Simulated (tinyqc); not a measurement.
The product rho l across metals: free and nearly free electrons in a metal.

Constants: hbar^2/2m0 = 3.80998211 eV angstrom^2; hbar = 6.58211957e-16 eV s.

Free electrons with m = 1; fcc cells hold 4 atoms and bcc cells 2; n = atoms z/a^3, kF = (3 pi^2 n)^(1/3), rho l = hbar kF/(n e^2), e = 1.602176634e-19 C. Inputs are chosen for the exercise.

Results:

| case | lattice | a (angstrom) | z | rho (micro-ohm cm) | kF (1/angstrom) | EF (eV) | l (nm) | rho l (1e-16 ohm m^2) |
|---|---|---|---|---|---|---|---|---|
| near Li | bcc | 3.460 | 1 | 8.48 | 1.127 | 4.84 | 11.3 | 9.59 |
| near Au | fcc | 4.059 | 1 | 2.34 | 1.210 | 5.58 | 35.5 | 8.31 |
| near Al | fcc | 4.084 | 3 | 2.52 | 1.734 | 11.46 | 16.0 | 4.04 |
| near Ca | fcc | 5.635 | 2 | 3.21 | 1.098 | 4.59 | 31.4 | 10.09 |
| near Ag | fcc | 4.089 | 1 | 1.57 | 1.201 | 5.50 | 53.7 | 8.43 |
| near Na | bcc | 4.237 | 1 | 5.17 | 0.920 | 3.22 | 27.8 | 14.37 |

rho l falls as n^(-2/3): it is lowest for the case near Al and highest for near Na. The lowest bulk rho belongs to near Ag; in very narrow wires, where rho l rules, the order changes. Real Fermi surfaces depart from spheres, most for the polyvalent and noble metals.

tinyqc: `OMP_NUM_THREADS=1 python tinyqc.py 1652212 1652213 out.jsonl`; about 0.01 s, one thread, shared Intel(R) Xeon(R) Processor @ 2.30GHz.
